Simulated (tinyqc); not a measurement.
AlGaN/GaN HEMT with access regions, lumped model: one step of the calculation.

A polarisation-induced electron sheet under a Schottky gate, in series with two ungated access regions and contacts. Drift law v = mu E/(1 + mu E/vs) under the gate. Currents in mA/mm, resistances in ohm mm. No self-heating, no channel-length modulation; fits for polarisation, barrier and offset are chosen for the exercise.

Question. On-resistance and breakdown. sigma = (5e13 x + 1.6e13 x^2) cm^-2, phiB = 0.84 + 1.3 x, dEc = 0.7 (1.71 x + x^2) in volts, Cb = eps0 eps_r/d, VT = phiB - dEc - q sigma/Cb, access density n0 = -Cb VT/q. Ron = 2 Rc + Ls/(q mu n0) + Ld/(q mu (1 - ft) n0) + Lg/(mu Cb (Vg - VT)). Off state: a depleted stretch that holds the voltage V has the peak field sqrt(k V), k = 2 q n0/(eps0 eps_r te), so one edge holds V1 = Ec^2/k. The sheet under the plate pinches off at Vf = q n0 (1/Cb + tf/(eps0 ei)); beyond it the gate edge is screened. BV = V1 if Vf >= V1, else Vf + V1, and at most Ec Ld. Specific resistance Ron (Ls + Lg + Ld); figure of merit BV^2 over it.

Values chosen for this exercise; values close to those of AlGaN/GaN structures:
- x = 0.16 (aluminium share of the barrier)
- d = 12 nm (barrier thickness)
- eps_r = 9.5 (relative permittivity of barrier and channel)
- mu = 1700 cm^2/(V s) (channel mobility)
- vs = 1.6e7 cm/s (saturation velocity)
- Lg = 1.5 um (gate length)
- Ls = 1.5 um (source access length)
- Ld = 12 um (drain access length)
- Rc = 0.45 ohm mm (resistance of each contact)
- ft = 0.2 (share of the drain-access electrons removed by traps)
- Vg = 0.5 V (gate voltage)
- Ec = 2.8 MV/cm (critical field)
- te = 0.22 um (depth over which the depleted charge spreads)
- tf = 100 nm (insulator under the field plate)
- ei = 3.9 (relative permittivity of that insulator)

Constants: q = 1.602176634e-19 C, eps0 = 8.8541878128e-14 F/cm where lengths are in cm. Results are converted to the units shown.

Give: Ron; Vf; V1; BV; specific resistance; figure of merit.

Answer.

Ron = 14.47 ohm mm
Vf = 23.08 V
V1 = 95.50 V
BV = 118.6 V
specific resistance = 2.171 mohm cm^2
figure of merit = 6.477 MW/cm^2

The plate raises BV by a factor of 1.24.

Numbers from tinyqc (`OMP_NUM_THREADS=1 python tinyqc.py 2570063 2570064 out.jsonl`; about 0.01 s on one thread of a shared Intel Xeon 2.30GHz).
